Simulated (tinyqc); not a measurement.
A chain with a side-coupled site and dephasing by Buettiker voltage probes: one step of the calculation.

Sites 1 to 2 form a chain with hopping -t, and site 3 hangs on site 2 by -ts. Lead L joins site 1 and lead R site 2, both semi-infinite chains with hopping -t and site energy 0. Every site carries a probe with self-energy -i Gamma_p/2 that draws no net current. Linear response at zero temperature: mu_L = 1, mu_R = 0 in units of the bias.

Problem. Green function. Sigma = t^2 g(E), g(x) = (x - i sqrt(4 t^2 - x^2))/(2 t^2) for |x| < 2 t and (x - sign(x) sqrt(x^2 - 4 t^2))/(2 t^2) otherwise; Gamma = -2 Im Sigma; G = (E - H - Sigma_L - Sigma_R + i Gamma_p/2)^(-1).

Values chosen for this exercise:
- t = 1 eV (hopping (matrix element -t))
- U = [0, 0, 0.06] eV (site energies 1 to N)
- E = 0.06 eV (Fermi energy)
- gp = 0.65 eV (probe broadening Gamma_p)
- ts = 0.84 eV (hopping from site 2 to the side site 3)

Wanted: Sigma; Gamma; G.

Solution.

Sigma = 0.03000-0.99955i eV
Gamma = 1.9991 eV

G (1/eV):
```
                 1               2                3
1   0.0106-0.6207i  0.1775+0.0046i  -0.0118+0.4588i
2   0.1775+0.0046i  0.0007-0.2353i   0.6081+0.0018i
3  -0.0118+0.4588i  0.6081+0.0018i  -0.0048-1.5052i
```

Program tinyqc, `OMP_NUM_THREADS=1 python tinyqc.py 2700108 2700109 out.jsonl`; Intel Xeon 2.30GHz, shared host, one thread, about 0.01 s.
